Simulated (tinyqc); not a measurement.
Precursor delivery by bubblers, mass-transport growth and the solid composition of a III-V alloy: one step, computed by the program tinyqc. Command: `OMP_NUM_THREADS=1 python tinyqc.py 3000858 3000859 out.jsonl movpe_thermo walk`. One thread of a shared host (Intel(R) Xeon(R) Processor @ 2.30GHz), about 0.01 s of CPU time with the checks.

1 sccm = 44.615 micromol/min; 1 torr = 133.322 Pa. The sources decompose fully at the surface.

Question. Partial pressures in the reactor. p_i = p n_i/(44615 F_t), F_t in slm; p_V = p F_V/(1000 F_t), counted per molecule supplied; V/III = 44.615 F_V/(n1 + n2); vapour fraction of source 2 = n2/(n1 + n2).

Inputs (values chosen for the exercise, modelled on trimethylgallium (source 1) and trimethylindium (source 2) for the vapour pressures):
```
quantity,value,unit
bath temperature T1,273,K
bath temperature T2,302,K
total flow F_t,17,slm
group-V flow F_V,66,sccm
reactor pressure p,200,torr
```

molar flow 1 = 24.53801 micromol/min

molar flow 2 = 3.306550 micromol/min

Give: p_1; p_2; p_V; V/III ratio; vapour fraction of source 2.

Answer.

p_1 = 0.006471 torr

p_2 = 8.719e-04 torr

p_V = 0.7765 torr

V/III ratio = 105.8

vapour fraction of source 2 = 0.1188
